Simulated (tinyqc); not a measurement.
Charge control and current of a heterostructure field-effect transistor: one step, computed by the program tinyqc. Command: `OMP_NUM_THREADS=1 python tinyqc.py 3013974 3013975 out.jsonl hemt walk`. One thread of a shared host (Intel(R) Xeon(R) Processor @ 2.30GHz), about 0.01 s of CPU time with the checks.

Two subbands in a triangular well; E_F is counted from the conduction band edge of the channel at the interface.

Problem. Threshold and barrier capacitance. Threshold V_T = phi_B - dE_c - sigma d/(eps eps_0) (in volts); C_b = eps eps_0/d.

Inputs (values chosen for the exercise, modelled on AlGaN/GaN):

| quantity | value | unit |
|---|---|---|
| permittivity eps (barrier and channel) | 9.22 | - |
| barrier thickness d | 18 | nm |
| Schottky barrier phi_B | 1.1 | eV |
| conduction band offset dE_c | 0.43 | eV |
| polarisation charge sigma/e | 1.4e+13 | 1/cm^2 |

Charge source: polarisation. Velocity law: two-piece.

Constants: e = 1.602176634e-19 C; eps_0 = 8.8541878128e-12 F/m.

Give: threshold voltage V_T; barrier capacitance C_b.

Solution.

threshold voltage V_T = -4.276 V

barrier capacitance C_b = 0.4535 microfarad/cm^2

The device is normally on.
